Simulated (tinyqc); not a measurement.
From results back to parameters: special k points of the square lattice. Five cases, with inputs chosen for the exercise.

Problem. E(k) = -sqrt(D^2 + (e0 - t A_1(k))^2) with A_1 = 4 at Gamma and A_1 = 0 at b1/2; t > 0 and D > 0 are hidden.

Find: t; D.

Method. The difference of the squares is 16 t^2 - 8 e0 t; it is positive, so the quadratic has one positive root t; D^2 follows from either energy.

Case 1.

Values chosen: e0 = 1.86 eV (offset).
E at Gamma = -2.629316 eV
E at b1/2 = -2.540177 eV

Solution.

t = 0.960 eV
D = 1.730 eV

Case 2.

Values chosen: e0 = 0.9 eV (offset).
E at Gamma = -2.110663 eV
E at b1/2 = -1.967867 eV

Solution.

t = 0.520 eV
D = 1.750 eV

Case 3.

Values chosen: e0 = 1.03 eV (offset).
E at Gamma = -3.145060 eV
E at b1/2 = -3.030413 eV

Solution.

t = 0.590 eV
D = 2.850 eV

Case 4.

Values chosen: e0 = 1.52 eV (offset).
E at Gamma = -2.318124 eV
E at b1/2 = -2.073282 eV

Solution.

t = 0.840 eV
D = 1.410 eV

Case 5.

Values chosen: e0 = 1.53 eV (offset).
E at Gamma = -3.740401 eV
E at b1/2 = -2.804175 eV

Solution.

t = 1.110 eV
D = 2.350 eV

Computed by tinyqc, one run a case: `OMP_NUM_THREADS=1 python tinyqc.py N N+1 out.jsonl` with N = 1652089, 1652304, 1680041, 1680304, 1681167; one thread of a shared Intel(R) Xeon(R) Processor @ 2.30GHz, about 0.1 s a run at most.
